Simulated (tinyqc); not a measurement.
Current of a Schottky diode by thermionic-emission-diffusion theory, and its read-back from I-V-T and C-V data: one step, computed by the program tinyqc. Command: `OMP_NUM_THREADS=1 python tinyqc.py 3024887 3024888 out.jsonl schottky walk`. One thread of a shared host (Intel(R) Xeon(R) Processor @ 2.30GHz), about 0.01 s of CPU time with the checks.

Full ionisation, no tunnelling, no recombination current. V is the voltage across the junction itself, forward positive.

Task: Read-back from the I-V curve. N_c(T) = N_c (T/300 K)^(3/2); V_bi = phi_0 - (k_B T/e) ln(N_c(T)/N); surface field F = sqrt(2 e N (V_bi - V - k_B T/e)/(eps eps_0)); image lowering d_phi = sqrt(e F/(4 pi eps eps_0)); effective barrier phi = phi_0 - d_phi. Collection velocity v_R = A* T^2/(e N_c(T)); diffusion velocity v_D = mu F; J = e N_c(T) v_R/(1 + v_R/v_D) exp(-phi/k_B T) [exp(e V/k_B T) - 1]. Ideality n = (e/k_B T)/(d ln J/dV) by a central difference of +/- 1 mV; J_0 = J exp(-e V/(n k_B T)); apparent barrier phi_IV = k_B T ln(A* T^2/J_0); a C-V plot gives phi_CV = phi_0, the mean without lowering.

Inputs (values chosen for the exercise, modelled on n-type GaN):

| quantity | value | unit |
|---|---|---|
| Richardson constant A* | 25.7 | A/(cm^2 K^2) |
| effective density of states at 300 K, N_c | 2.3e+18 | 1/cm^3 |
| permittivity eps | 9.7 | - |
| mobility mu | 870 | cm^2/(V s) |
| barrier without image force phi_0 | 1.07 | eV |
| doping N | 1.3e+17 | 1/cm^3 |
| junction voltage V | 0.39 | V |
| temperature T | 200 | K |

Barrier: uniform.

Constants: k_B = 8.617333262e-05 eV/K; e = 1.602176634e-19 C; eps_0 = 8.8541878128e-12 F/m.

Give: ideality factor n; extrapolated J_0; apparent barrier phi_IV; phi_CV - phi_IV.

Result:

ideality factor n = 1.02

extrapolated J_0 = 3.31e-20 A/cm^2

apparent barrier phi_IV = 1.01 eV

phi_CV - phi_IV = 58.4 meV
